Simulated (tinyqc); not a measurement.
What moves the results: four-band model of biased bilayer graphene near K. A value that a table varies takes the place of the one given here.

Basis A1, B1, A2, B2, with B1 below A2; p = kx + i ky, v_j = (sqrt3/2) a g_j. Diagonal -U/2, -U/2, U/2, U/2; <A1|B1> = <A2|B2> = v0 p*, <B1|A2> = g1, <A1|B2> = v3 p, <A1|A2> = <B1|B2> = -v4 p*.

Parameters, chosen for this exercise (near those used for Bernal bilayer graphene; not measured data): a = 2.46 angstrom (lattice constant); g0 = 2.76 eV (hopping in a layer); g1 = 0.375 eV (hopping of the dimer sites); g3 = 0.35 eV (skew hopping A1-B2); g4 = 0.11 eV (skew hopping A1-A2); U = 0.32 eV (potential difference of the layers); k = (0.008, 0.048) 1/angstrom (wave vector from K).

## Gap against bias

Closed form for g3 = g4 = 0: gap U g1/sqrt(U^2 + g1^2), ring radius as (U/2 v0) sqrt((2 g1^2 + U^2)/(g1^2 + U^2)). Last column: lowest band 3 less highest band 2 of the full matrix on a polar grid, |k| = 0 to 0.08 in steps of 0.001 1/angstrom, angles 0, 15, 30, 45, 60 degrees.

Gap:
```
U (eV)  gap (eV)  kg (1/angstrom)  gap/U  gap on the grid (eV)
0.02      0.0200           0.0024  0.999                0.0190
0.05      0.0496           0.0060  0.991                0.0471
0.10      0.0966           0.0118  0.966                0.0902
0.15      0.1393           0.0174  0.928                0.1280
0.20      0.1765           0.0227  0.882                0.1600
0.30      0.2343           0.0324  0.781                0.2080
0.40      0.2736           0.0412  0.684                0.2390
0.60      0.3180           0.0577  0.530                0.2699
```

How do the results move?

The gap follows U while U << g1 (ratio 0.991 at 0.05 eV) and bends towards g1 = 0.375 eV, reaching 0.318 eV at 0.6. The skew hoppings change it by -6.4 meV at U = 0.1 and -34.5 meV at 0.4 eV. U is the screened difference, smaller than the applied field times the layer distance.

## From parabola to cone

U = 0, along kx. Parabola: v0^2 k^2/g1. Hyperbola: sqrt(g1^2/4 + v0^2 k^2) - g1/2. Then bands 3 and 2 of the full matrix for +kx and band 3 for -kx.

Energies (eV):
```
k (1/angstrom)  parabola  hyperbola  band 3, +kx  band 2, +kx  band 3, -kx
0.002             0.0004     0.0004       0.0012      -0.0011       0.0019
0.005             0.0023     0.0023       0.0016      -0.0012       0.0062
0.010             0.0092     0.0090       0.0024      -0.0010       0.0170
0.020             0.0369     0.0338       0.0227      -0.0176       0.0501
0.030             0.0830     0.0699       0.0557      -0.0458       0.0941
0.050             0.2305     0.1612       0.1431      -0.1228       0.1999
0.080             0.5901     0.3189       0.2966      -0.2611       0.3776
0.120             1.3276     0.5426       0.5152      -0.4601       0.6268
```

What does this show?

The parabola is 2 % above the hyperbola at 0.01 and a factor 2.45 at 0.12 1/angstrom, where the slope nears v0. g3 makes +kx and -kx differ, by 38.4 meV at 0.03, and g4 makes electrons and holes differ, |band 3| - |band 2| = +9.9 meV there. Without bias the bands touch in four small cones, one at K and three at k = g1 v3/v0^2 = 0.0081 1/angstrom from it; their pockets join near g1 (g3/g0)^2/4 = 1.5 meV.

## What each parameter does

The four levels at k. Each row changes one parameter from the base and keeps the others.

Results:
```
case            band 1 (eV)  band 2 (eV)  band 3 (eV)  band 4 (eV)
base                -0.5845      -0.1480       0.1631       0.5694
g0 = 2.898 eV       -0.5970      -0.1549       0.1701       0.5818
g1 = 0.4125 eV      -0.6092      -0.1497       0.1650       0.5939
g3 = 0.45 eV        -0.5840      -0.1524       0.1674       0.5690
g4 = 0.16 eV        -0.5880      -0.1446       0.1666       0.5661
U = 0.37 eV         -0.5991      -0.1475       0.1618       0.5848
```

How do the results move?

The largest shifts from the base row, up to three for each result and ties (the steps differ in size, so this ranks the rows, not the parameters). band 1 (eV): g1 -0.0247, U -0.0146, g0 -0.0126. band 2 (eV): g0 -0.0069, g3 -0.0044, g4 +0.0034. band 3 (eV): g0 +0.0070, g3 +0.0043, g4 +0.0035. band 4 (eV): g1 +0.0245, U +0.0154, g0 +0.0124. Only g4 breaks the mirror symmetry between the upper and lower bands.

tinyqc: `OMP_NUM_THREADS=1 python tinyqc.py 1452508 1452509 out.jsonl`; about 0.06 s, one thread, shared Intel(R) Xeon(R) Processor @ 2.30GHz.
